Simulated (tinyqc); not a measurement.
n-type polysilicon, carrier trapping at grain boundaries: one step of the calculation.

One-dimensional grains of size Lg, uniform ionised doping N, monovalent traps Qt at each boundary at a depth Et below (for electrons) or above (for holes) the band edge there, abrupt depletion of width W on each side of a boundary, Boltzmann statistics. xi is the distance from the band edge at the grain centre to the Fermi level. Trapped charge Qt/(1 + exp((xi + VB - Et)/Vt)) = 2 N W, barrier VB = q N W^2/(2 eps0 eps_r).

Task. Depletion width, Fermi level and barrier. If the trap equation with xi = Vt ln(NB/N) has a root W < Lg/2, the grain is partly depleted; otherwise W = Lg/2 and the trap equation gives xi = Et - VB + Vt ln(Qt/(N Lg) - 1). N* = Qt/Lg.

Parameters, values chosen for the exercise; values of the order met in polycrystalline silicon: temperature T = 300 K; relative permittivity eps_r = 11.7; conduction-band density of states at T NB = 2.8e19 cm^-3; grain size Lg = 230 nm; trap density of a grain boundary Qt = 9e11 cm^-2; depth of the trap level from the majority band edge at the boundary Et = 0.34 eV; doping N = 7e16 cm^-3.

Constants: q = 1.602176634e-19 C, kB = 1.380649e-23 J/K, Vt = kB T/q, eps0 = 8.8541878128e-14 F/cm where lengths are in cm. Results are converted to the units shown.

Wanted: N*; W; xi; VB; share of traps filled.

Result.

N* = 3.9130e16 cm^-3
W = 52.174 nm
xi = 0.15489 V
VB = 0.14735 V
share of traps filled = 0.81160

N is 1.79 N*, and the grain is partly depleted; VB = 5.70 Vt.

tinyqc, about 0.01 s, one thread, Intel Xeon 2.30GHz (shared host): `OMP_NUM_THREADS=1 python tinyqc.py 2830137 2830138 out.jsonl`
